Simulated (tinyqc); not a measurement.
Thermal resistances of a two-die stack.

Problem. Heat leaves through the lower die only, and the system is linear. Find the resistance R1 from the lower die to the coolant, R2 between the dies, and the rise of the upper die when both are powered.

Values chosen for this exercise:
```
symbol  value  unit                 meaning
P1         19     W  power of the lower die
P2         15     W  power of the upper die
```

rises of the lower and upper die with only the lower one powered (K): 12.54  12.54
rises of the lower and upper die with only the upper one powered (K): 9.9  12.45

Answer. With only the lower die powered no heat crosses R2, so both dies rise by P1 R1; the difference in the second test is P2 R2; rises add.

R1 = 0.6600 K/W
R2 = 0.1700 K/W
rise of the upper die = 24.99 K

Numbers from tinyqc (`OMP_NUM_THREADS=1 python tinyqc.py 2162098 2162099 out.jsonl`; about 0.03 s on one thread of a shared Intel Xeon 2.30GHz).
